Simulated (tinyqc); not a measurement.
## Tunnelling through a two-layer gate stack, WKB transmission and Tsu-Esaki current: effect of temperature

Electrons leave the emitter at x = 0. Energies E (motion across the layers) are in eV from the emitter Fermi level; the collector Fermi level lies at -V and offers states at every E. No charge in the dielectric and no image force: F1 = V/(t1 + t2 eps1/eps2), F2 = F1 eps1/eps2; U = phi1 - F1 x in layer 1 and phi2 - F1 t1 - F2 (x - t1) in layer 2. With C = hbar^2/(2 m0), kappa = sqrt(m (U - E)/C) where U > E and 0 elsewhere; T(E) = exp(-S), S = 2 times the integral of kappa over x.

Each layer adds (2/F) sqrt(m/C) [G(u at its left edge) - G(u at its right edge)] to S, with u = U - E (0 where negative) and G(u) = (2/3) u^1.5. J = J0 times the integral of T(E) N(E) dE, N = ln[(1 + exp(-E/Vt))/(1 + exp((-E - V)/Vt))], J0 = q^2 me m0 kB T/(2 pi^2 hbar^3) (times 1e-4 for A/cm^2 per eV), from E = -Ef to far above the barrier (T = 1 there), by quadrature converged to the digits shown.

Parameters, values chosen for the exercise; layer 1 close to silicon dioxide, layer 2 close to hafnium oxide:
- Ef = 0.39 eV (Fermi energy of the emitter above its band bottom)
- me = 0.77 m0 (emitter mass in the supply function)
- phi1 = 3.16 eV (barrier of layer 1 above the emitter Fermi level at zero bias)
- m1 = 0.49 m0 (tunnelling mass of layer 1)
- t1 = 1 nm (thickness of layer 1)
- eps1 = 3.78 (relative permittivity of layer 1)
- phi2 = 1.44 eV (barrier of layer 2 at zero bias)
- m2 = 0.19 m0 (tunnelling mass of layer 2)
- t2 = 3.9 nm (thickness of layer 2)
- eps2 = 21.1 (relative permittivity of layer 2)
- V = 0.3 V (voltage across the dielectric)

Constants: q = 1.602176634e-19 C, kB = 1.380649e-23 J/K, hbar = 1.054571817e-34 J s, m0 = 9.1093837015e-31 kg, Vt = kB T/q, hbar^2/(2 m0) = 0.0380998212 eV nm^2. Results are converted to the units shown.

Result of one run:
```
T (K)	J (A/cm^2)	mean E of the current (eV)
600	3.629e-6	-8.665e-4
```

What becomes of these results when the temperature T is changed from 600 to 50 K, all else the same?

Result of the changed run:
```
T (K)	J (A/cm^2)	mean E of the current (eV)
50	2.098e-6	-0.1681
```

The whole series:
```
T (K)	J (A/cm^2)	mean E of the current (eV)
50	2.098e-6	-0.1681
100	2.117e-6	-0.1664
200	2.197e-6	-0.1594
300	2.341e-6	-0.1470
400	2.568e-6	-0.1282
500	2.918e-6	-0.09978
600	3.629e-6	-8.665e-4
750	3.070e-5	1.073
```

Between 50 and 300 K the current changes by a factor of 1.12, and between 300 and 750 K by 13.1; the mean energy of the current rises from -0.168 to 1.07 eV. The transmission grows by a factor e over d = 0.100 eV near E = 0, equal to kB T/q at 1160 K: far below that temperature the thermal tail adds little.

Program tinyqc, `OMP_NUM_THREADS=1 python tinyqc.py 2540031 2540032 out.jsonl`; Intel Xeon 2.30GHz, shared host, one thread, about 0.04 s.
